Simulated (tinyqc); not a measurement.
A particle near a wafer in liquid: double-layer and van der Waals forces (DLVO), deposition barrier and removal: one step, computed by the program tinyqc. Command: `OMP_NUM_THREADS=1 python tinyqc.py 3113107 3113108 out.jsonl dlvo walk`. One thread of a shared host (Intel(R) Xeon(R) Processor @ 2.30GHz), about 0.01 s of CPU time with the checks.

Sphere and flat wall, Derjaguin approximation, constant potentials in the linear-superposition form, no retardation and no hydration force.

Task: The curve. U(h) = Z R exp(-kappa h) - A R/(6 h); F(h) = -dU/dh = kappa Z R exp(-kappa h) - A R/(6 h^2), positive for repulsion.

Inputs (values chosen for the exercise, of the order of those for silica on silica in water): particle radius R = 41 nm; Hamaker constant A = 4.6e-21 J; temperature T = 298 K.

kappa = 0.1139749 1/nm

Z = 8.240314 pN

Constants: k_B = 1.380649e-23 J/K.

Give: the table «Against the gap» with the columns kappa h, U (k_B T), F (pN), for h (nm) = 0.4, 0.6, 1.0, 1.5, 2.5, 4.0, 7.0, 12.0, 20.0, 40.0.

Result:

Against the gap:
```
h (nm)  kappa h  U (k_B T)       F (pN)
0.4      0.0456     59.357  -1.5967e+02
0.6      0.0684     63.955  -5.1353e+01
1.0      0.1140     65.631   2.9255e+00
1.5      0.1710     64.118   1.8485e+01
2.5      0.2849     58.700   2.3930e+01
4.0      0.4559     50.142   2.2444e+01
7.0      0.7978     35.886   1.6698e+01
12.0     1.3677     20.278   9.5891e+00
20.0     2.2795      8.021   3.8620e+00
40.0     4.5590      0.669   3.8362e-01
```

Caution: in rows where h is not small against R, A R/(6 h) overstates the van der Waals term. Caution: in rows with kappa h below 1 linear superposition is only rough.
